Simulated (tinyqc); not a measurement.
# Hole mobility in a silicon inversion layer, empirical terms and Matthiessen rule, step by step

Program tinyqc, `OMP_NUM_THREADS=1 python tinyqc.py 2510063 2510064 out.jsonl`; Intel Xeon 2.30GHz, shared host, one thread, about 0.01 s. Printed values are rounded.

Inversion layer of sheet density Ns on a uniformly doped body. The mobility terms are empirical power laws with prefactors chosen for the exercise; adding their inverses (Matthiessen) is itself an approximation.

Inputs (values chosen for the exercise); material values close to those of silicon:
- T = 273 K (temperature)
- Eg = 1.13 eV (band gap)
- eps_r = 11.8 (relative permittivity of the semiconductor)
- Nc = 2.41e19 cm^-3 (conduction-band density of states at T)
- Nv = 2.3e19 cm^-3 (valence-band density of states at T)
- Nb = 1.8e18 cm^-3 (body doping)
- Vsb = 1 V (reverse body bias)
- eta = 0.3333 (weight of the inversion charge in the effective field)
- Cox = 0.63 uF/cm^2 (gate capacitance)
- Ap = 133 cm^2/(V s) (phonon-limited mobility at 1 MV/cm and 300 K)
- As = 536 cm^2/(V s) (roughness-limited mobility at 1 MV/cm)
- gs = 1 (exponent of the roughness term)
- Ac = 1800 cm^2/(V s) (Coulomb prefactor)
- Nit = 5.8e10 cm^-2 (charge at the interface)
- Ns = 9.3e11 cm^-2 (inversion density)
- WL = 10 (ratio W/L)
- Vd = 0.02 V (drain voltage)
- I = 1.43 uA (measured linear current)

Constants: q = 1.602176634e-19 C, kB = 1.380649e-23 J/K, Vt = kB T/q, eps0 = 8.8541878128e-14 F/cm where lengths are in cm. Results are converted to the units shown.

## Depletion charge and effective field

ni = sqrt(Nc Nv) exp(-Eg/(2 Vt)), Eg in volts; Ndep = sqrt(2 eps0 eps_r Nb (2 Vt ln(Nb/ni) + Vsb)/q); E = q (Ndep + eta Ns)/(eps0 eps_r), in MV/cm.

ni = 8.74102e8 cm^-3
Ndep = 6.86759e12 cm^-2
E = 1.10067 MV/cm

The depletion charge gives 95.7 % of the field.

## Mobility terms and their sum

With t = T/(300 K): muC = Ac (Ns/1e12 cm^-2) t/(Nb/1e17 cm^-3 + Nit/1e11 cm^-2), muP = Ap E^(-1/3) t^(-1.75), muS = As E^(-gs); 1/mu is the sum of the inverses.

terms (cm^2/(V s)): Coulomb 81.9882, phonon 151.930, roughness 486.977
mu = 48.0023 cm^2/(V s)
shares of 1/mu (%): Coulomb 58.5478, phonon 31.5950, roughness 9.85720

The Coulomb term limits most.

## Iteration 1: inversion density for the measured current

Ns at the start = 4.6e11 cm^-2

I = (W/L) q Ns mu Vd. E = q (Ndep + eta Ns)/(eps0 eps_r) in MV/cm. With t = T/(300 K): muC = Ac (Ns/1e12 cm^-2) t/(Nb/1e17 cm^-3 + Nit/1e11 cm^-2), muP = Ap E^(-1/3) t^(-1.75), muS = As E^(-gs); 1/mu is the sum of the inverses. Ns(new) = I/((W/L) q mu Vd).

E = 1.07665 MV/cm
mu = 30.1193 cm^2/(V s)
Ns after iteration 1 = 1.48167e12 cm^-2

## Iteration 2: inversion density for the measured current

As before.

E = 1.12887 MV/cm
mu = 60.9777 cm^2/(V s)
Ns after iteration 2 = 7.31854e11 cm^-2

## Course of the iteration: inversion density for the measured current

Stop when Ns changes by less than 1e5 cm^-2, or after 120 iterations.

Course of the iteration:
```
iteration,Ns (cm^-2),|change| (cm^-2)
1,1.48167e12,1.02e12
2,7.31854e11,7.50e11
3,1.07530e12,3.43e11
4,8.57407e11,2.18e11
5,9.75125e11,1.18e11
6,9.04889e11,7.02e10
7,9.44564e11,3.97e10
8,9.21416e11,2.31e10
9,9.34676e11,1.33e10
...,...,...
23,9.29800e11,5.99e6
24,9.29796e11,3.45e6
25,9.29798e11,1.99e6
26,9.29797e11,1.15e6
27,9.29798e11,6.62e5
28,9.29797e11,3.82e5
29,9.29798e11,2.20e5
30,9.29797e11,1.27e5
31,9.29798e11,7.33e4
```

Converged in 31 iterations. At the end each change is about 0.58 times the one before, with alternating sign: linear convergence.

## Split C-V extraction

```
point,Vg (V),Cgc (uF/cm^2),I (uA)
0,0.1,2.72072e-6,6.17162e-13
1,0.15,1.67338e-5,2.33468e-11
2,0.2,1.02909e-4,8.83088e-10
3,0.25,6.32425e-4,3.33771e-8
4,0.3,0.00386980,1.25565e-6
5,0.35,0.0230718,4.59242e-5
6,0.4,0.119387,0.00143646
7,0.45,0.371600,0.0245171
8,0.5,0.566009,0.145995
9,0.55,0.618629,0.401905
10,0.6,0.628123,0.758392
11,0.65,0.629694,1.18393
12,0.7,0.629950,1.65887
```

Q(Vg) is the trapezoid sum of Cgc from the first point (where Q is taken as 0); mu_eff = I/((W/L) Q Vd); mu_FE = (dI/dVg)/((W/L) Cox Vd) with a backward difference. Listed from point 4 on.

```
point,Q (uC/cm^2),mu_eff (cm^2/(V s)),mu_FE (cm^2/(V s))
4,1.34416e-4,0.0467073,1.94011e-4
5,8.07957e-4,0.284200,0.00709025
6,0.00436942,1.64377,0.220720
7,0.0166441,7.36510,3.66359
8,0.0400843,18.2110,19.2823
9,0.0697003,28.8309,40.6205
10,0.100869,37.5929,56.5853
11,0.132314,44.7392,67.5457
12,0.163806,50.6352,75.3866
```

At the last point mu_FE is 49 % above mu_eff.
